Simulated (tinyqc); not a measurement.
Plane-wave Kohn-Sham cycle with exchange-only LDA in a layered model solid, step by step. Computed by tinyqc, a small Python program that keeps every step. Settings: points = 16, plane-wave index or count = 3, electrons = 2, k points = 3, area = 13.0, mixing = 0.8, iteration cap = 66. Command: `OMP_NUM_THREADS=1 python tinyqc.py 21883 21884 out.jsonl` (the two numbers bound the seeds that draw the settings). One thread of a shared host (Intel(R) Xeon(R) Processor @ 2.60GHz), about 0.03 s of CPU time with the checks. Later iterations appear only in the table of the cycle.

## Iteration 1: potential

A solid whose potential varies along x alone (atomic units):
```
parameter                      value
period a                   12.900000
cross-section of the cell  13.000000
electrons per cell                 2
grid points                       16
plane waves -n..n, n               3
k points                           3
V1 in V1 cos(2 pi x/a)     -0.540000
```

density at the start, on the grid x_j = j a/N (e/bohr^3): [0.01192606, 0.01192606, 0.01192606, 0.01192606, 0.01192606, 0.01192606, 0.01192606, 0.01192606, 0.01192606, 0.01192606, 0.01192606, 0.01192606, 0.01192606, 0.01192606, 0.01192606, 0.01192606]

V_H(G) = 4 pi rho(G)/G^2 for G != 0 (uniform background); v_x = -(3 rho/pi)^(1/3); V = V_ext + V_H + v_x; Fourier components f(G_m) = (1/N) sum_j f(x_j) exp(-i G_m x_j).

Potentials on the grid (hartree):
```
x              V_ext       V_H        v_x          V
0.000000   -0.540000  0.000000  -0.224986  -0.764986
0.806250   -0.498895  0.000000  -0.224986  -0.723881
1.612500   -0.381838  0.000000  -0.224986  -0.606824
2.418750   -0.206649  0.000000  -0.224986  -0.431635
3.225000           0  0.000000  -0.224986  -0.224986
4.031250    0.206649  0.000000  -0.224986  -0.018337
4.837500    0.381838  0.000000  -0.224986   0.156851
5.643750    0.498895  0.000000  -0.224986   0.273909
6.450000    0.540000  0.000000  -0.224986   0.315014
7.256250    0.498895  0.000000  -0.224986   0.273909
8.062500    0.381838  0.000000  -0.224986   0.156851
8.868750    0.206649  0.000000  -0.224986  -0.018337
9.675000           0  0.000000  -0.224986  -0.224986
10.481250  -0.206649  0.000000  -0.224986  -0.431635
11.287500  -0.381838  0.000000  -0.224986  -0.606824
12.093750  -0.498895  0.000000  -0.224986  -0.723881
```

V(G_m), m = 0, 1, 2, ... (hartree): [-0.224986, -0.270000, 0.000000, 0.000000, 0.000000, 0.000000, 0.000000]

## Iteration 1: Hamiltonian at one k

k = 0.000000 2 pi / a

H(m,m') = (k + G_m)^2/2 delta + V(G_m - G_m'), with V(-G) = V(G).

H (hartree), order -3, -2, -1, +0, +1, +2, +3:
$$\begin{pmatrix}
0.842575 & -0.270000 & 0.000000 & 0.000000 & 0.000000 & 0.000000 & 0.000000 \\
-0.270000 & 0.249485 & -0.270000 & 0.000000 & 0.000000 & 0.000000 & 0.000000 \\
0.000000 & -0.270000 & -0.106368 & -0.270000 & 0.000000 & 0.000000 & 0.000000 \\
0.000000 & 0.000000 & -0.270000 & -0.224986 & -0.270000 & 0.000000 & 0.000000 \\
0.000000 & 0.000000 & 0.000000 & -0.270000 & -0.106368 & -0.270000 & 0.000000 \\
0.000000 & 0.000000 & 0.000000 & 0.000000 & -0.270000 & 0.249485 & -0.270000 \\
0.000000 & 0.000000 & 0.000000 & 0.000000 & 0.000000 & -0.270000 & 0.842575
\end{pmatrix}$$

## Iteration 1: levels at that k

Diagonalise the Hermitian matrix.

eigenvalues (hartree): [-0.593742, -0.267788, 0.013377, 0.296760, 0.382991, 0.956720, 0.958080]

## Iteration 1: new density

Motion across x is left out: the lowest 1 band(s) hold two electrons at each of the k points (j + 1/2)/nk - 1/2. Residual R = rho(out) - rho(in); rho(new) = rho(in) + 0.8 R. rho(out) = 2/(a A nk) sum |psi|^2 with psi = sum c exp(i G x). Harris energy E = band energy - dV sum rho (V_H/2 + v_x) + (3/4) dV sum rho v_x with rho(in), dV = a A/N, band energy = (2/nk) sum of the filled levels.

rho(out) (e/bohr^3): [0.04958944, 0.04013970, 0.02119228, 0.00726094, 0.00166526, 0.00029697, 0.00005183, 0.00000662, 0.00000028, 0.00000662, 0.00005183, 0.00029697, 0.00166526, 0.00726094, 0.02119228, 0.04013970]

density after iteration 1 (e/bohr^3): [0.04205676, 0.03449697, 0.01933903, 0.00819396, 0.00371742, 0.00262279, 0.00242668, 0.00239051, 0.00238544, 0.00239051, 0.00242668, 0.00262279, 0.00371742, 0.00819396, 0.01933903, 0.03449697]

energy per cell = -1.07488374 hartree

## Iteration 2: potential

As before.

Potentials on the grid (hartree):
```
x              V_ext        V_H        v_x          V
0.000000   -0.540000   0.990330  -0.342454   0.107876
0.806250   -0.498895   0.872737  -0.320566   0.053276
1.612500   -0.381838   0.576085  -0.264323  -0.070076
2.418750   -0.206649   0.215743  -0.198528  -0.189434
3.225000           0  -0.118861  -0.152547  -0.271408
4.031250    0.206649  -0.388650  -0.135804  -0.317805
4.837500    0.381838  -0.582992  -0.132331  -0.333485
5.643750    0.498895  -0.699830  -0.131670  -0.332605
6.450000    0.540000  -0.738794  -0.131577  -0.330371
7.256250    0.498895  -0.699830  -0.131670  -0.332605
8.062500    0.381838  -0.582992  -0.132331  -0.333485
8.868750    0.206649  -0.388650  -0.135804  -0.317805
9.675000           0  -0.118861  -0.152547  -0.271408
10.481250  -0.206649   0.215743  -0.198528  -0.189434
11.287500  -0.381838   0.576085  -0.264323  -0.070076
12.093750  -0.498895   0.872737  -0.320566   0.053276
```

V(G_m), m = 0, 1, 2, ... (hartree): [-0.196598, 0.101377, 0.040165, 0.007742, 0.002613, 0.000474, -0.000124]

## Iteration 2: Hamiltonian at one k

k = 0.000000 2 pi / a

As before.

H (hartree), order -3, -2, -1, +0, +1, +2, +3:
$$\begin{pmatrix}
0.870963 & 0.101377 & 0.040165 & 0.007742 & 0.002613 & 0.000474 & -0.000124 \\
0.101377 & 0.277874 & 0.101377 & 0.040165 & 0.007742 & 0.002613 & 0.000474 \\
0.040165 & 0.101377 & -0.077980 & 0.101377 & 0.040165 & 0.007742 & 0.002613 \\
0.007742 & 0.040165 & 0.101377 & -0.196598 & 0.101377 & 0.040165 & 0.007742 \\
0.002613 & 0.007742 & 0.040165 & 0.101377 & -0.077980 & 0.101377 & 0.040165 \\
0.000474 & 0.002613 & 0.007742 & 0.040165 & 0.101377 & 0.277874 & 0.101377 \\
-0.000124 & 0.000474 & 0.002613 & 0.007742 & 0.040165 & 0.101377 & 0.870963
\end{pmatrix}$$

## Iteration 2: levels at that k

As before.

eigenvalues (hartree): [-0.281281, -0.139505, -0.005980, 0.277255, 0.311428, 0.890453, 0.892745]

## Iteration 2: new density

As before.

rho(out) (e/bohr^3): [0.00016350, 0.00033841, 0.00116640, 0.00352936, 0.00836085, 0.01544696, 0.02291689, 0.02838951, 0.03035668, 0.02838951, 0.02291689, 0.01544696, 0.00836085, 0.00352936, 0.00116640, 0.00033841]

density after iteration 2 (e/bohr^3): [0.00854215, 0.00717012, 0.00480093, 0.00446228, 0.00743216, 0.01288213, 0.01881885, 0.02318971, 0.02476243, 0.02318971, 0.01881885, 0.01288213, 0.00743216, 0.00446228, 0.00480093, 0.00717012]

energy per cell = -1.03306561 hartree

## Convergence

Stop when sqrt(dV sum R^2) is below 1e-8, dV = a A/N.

Course of the cycle:
```
iteration  E (hartree)  norm of the residual
1          -1.07488374              2.15e-01
2          -1.03306561              2.92e-01
3          -1.92868559              2.90e-01
4          -0.93890979              2.81e-01
5          -1.82051009              2.82e-01
6          -0.95482318              2.83e-01
7          -1.83600914              2.83e-01
8          -0.95287307              2.83e-01
9          -1.83379757              2.83e-01
10         -0.95317755              2.83e-01
11         -1.83411116              2.83e-01
...                ...                   ...
56         -0.95366235              2.83e-01
57         -1.83570319              2.83e-01
58         -0.95887391              2.85e-01
59         -1.85068968              2.86e-01
60         -1.00540800              2.97e-01
61         -1.91748767              2.99e-01
62         -1.19024694              3.11e-01
63         -1.88422955              3.12e-01
64         -1.41968017              3.15e-01
65         -1.76480076              3.13e-01
66         -1.55115259              3.15e-01
```

Not converged within 66 iterations: the residual wanders without falling. Reruns (cap 100 unless said): mixing 0.1: not converged; mixing 0.5, Kerker q0 1.0: converged in 63 (E = -0.56222); mixing 0.3, Pulay depth 5: converged in 22 (E = -0.56222); the original settings with a cap of 400: not converged.
